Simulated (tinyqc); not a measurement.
Worked calculation: valley splitting of a silicon quantum well in envelope theory. Values are carried at full precision from step to step, so a last printed digit may differ when a step is redone from the rounded ones.

Constants: hbar^2/2m0 = 3.80998211 eV angstrom^2; kB = 8.617333262e-05 eV/K.

Values chosen for the exercise (near those of a strained Si well in SiGe; the results hold for these values, not for the real material): k0 = 0.832 2 pi/a (valley position); a = 5.431 angstrom (lattice constant); ml = 0.923 m0 (mass along z); F = 12 mV/nm (field pressing towards the upper interface); w = 0.5 angstrom (interface width parameter); L = 98 angstrom (well width); V0 = 0.21 eV (conduction offset); C0 = 0.258 (Bloch overlap factor); Yb = 0.32 (Ge share of the barrier); Yw = 0.05 (Ge share of the well); ad = 110 angstrom (dot radius).

## Wave number and lengths

q = 2 k0 (2 pi/a), its wavelength, the field length (c/(ml e F))^(1/3) with c = hbar^2/2m0 and 1 mV/nm = 1e-4 eV/angstrom, and the damping factor y/sinh(y), y = pi q w, of a step smoothed as 1/(1 + exp(z/w)).

q = 1.9251 1/angstrom
wavelength = 3.264 angstrom
field length = 15.1 angstrom
damping factor = 0.295

## The envelope

The well lies at 0 < z < L; U(z) = V0 [1/(1 + exp(z/w)) + 1/(1 + exp((L - z)/w))] - e F z, 1 mV/nm = 1e-4 eV/angstrom. The envelope psi solves -(c/ml) psi'' + U psi = E psi, c = hbar^2/2m0, by three-point differences on a grid of 0.1 angstrom from -40 to L + 40 angstrom. The two valleys at +/- k0 couple through D = C0 times the integral of exp(-i q z) U(z) psi^2, q = 2 k0 (2 pi/a), and split by Ev = 2|D|.

Two lowest levels, mean position, and psi^2 at both interfaces.

levels (meV): [-80.58, -49.08]

<z> = 79.1 angstrom
psi^2 at z = 0 and L (1/angstrom): [8.56e-09, 0.00550]

The field makes psi^2 at the upper interface 6.42e+05 times that at the lower one. The orbital spacing is 31.5 meV.

## Contributions to the coupling

Split D into the lower barrier, the upper barrier and the field term.

Parts of D (micro-eV):
```
part             real  imaginary    size
lower barrier   0.000      0.000   0.000
upper barrier  20.723    -42.625  47.396
field term      0.460     -0.624   0.776
```

## Valley splitting and phase

The inter-valley coupling D is the sum of the complex parts; Ev = 2|D|, the valley phase is arg D, and kB T equals Ev at T = Ev/kB.

Ev = 96.3 micro-eV
phase = -1.12 rad
T = 1.1 K

The upper barrier gives the largest part.

## Alloy disorder

Random alloy: with Y(z) = Yw + (Yb - Yw) B(z), B the bracket in U, and in-plane density exp(-r^2/ad^2)/(pi ad^2), D gains a random complex part of variance sigma^2 = (C0^2/pi)(a^2 V0/(8 ad (Yb - Yw)))^2 (4/a) times the integral of psi^4 Y (1 - Y). Alone it gives a mean splitting sqrt(pi) sigma; together with the smooth part the rms splitting is 2 sqrt(|D|^2 + sigma^2).

Give the integral, sigma, the mean splitting from disorder alone and the rms total.

integral = 0.00131 1/angstrom
sigma = 117.8 micro-eV
sqrt(pi) sigma = 208.8 micro-eV
rms splitting = 254.5 micro-eV

|D|/sigma = 0.41: disorder dominates, so the splitting scatters from dot to dot down to zero.

## Checks

- Lowest level for sharp walls and no field against the square well, meV: both 3.6.
- Size of one barrier part in that case against C0 V0 psi(0)^2/sqrt(q^2 + 4 kappa^2), micro-eV: both 8.7.

Program tinyqc; command `OMP_NUM_THREADS=1 python tinyqc.py 1251830 1251831 out.jsonl`; about 0.1 s on one thread of a shared Intel(R) Xeon(R) Processor @ 2.30GHz.
